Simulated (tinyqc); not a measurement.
Cyclotron resonance of ellipsoidal valleys, Si type: one step. Line shape.

Parameters, chosen for this exercise (out of a larger set: near those of Si; not measured data): nu = 9.4 GHz (microwave frequency); tau = 31 ps (scattering time).

Problem. For linear polarisation and one isotropic mass the absorbed power goes as P = [1 + (w^2 + wc^2) tau^2]/([1 + (wc^2 - w^2) tau^2]^2 + 4 w^2 tau^2), w = 2 pi nu. List it for wc/w = 0, 0.5, 0.8, 0.9, 1, 1.1, 1.2, 1.5 and 2, which is B over the resonance field.

Give: w tau; Power.

Solution.

w tau = 1.831

Power:
```
wc/w       P
0.0   0.2298
0.5   0.3306
0.8   0.4830
0.9   0.5219
1.0   0.5347
1.1   0.5155
1.2   0.4699
1.5   0.2948
2.0   0.1309
```

The largest listed value lies at wc/w = 1.0, 2.3 times the zero-field value. The line is broad: its full width in wc/w is about 2/(w tau) = 1.09. The closest two lines of this crystal are 48.8 % apart, so they merge at this w tau.

tinyqc: `OMP_NUM_THREADS=1 python tinyqc.py 1281166 1281167 out.jsonl`; about 0.01 s, one thread, shared Intel(R) Xeon(R) Processor @ 2.30GHz.
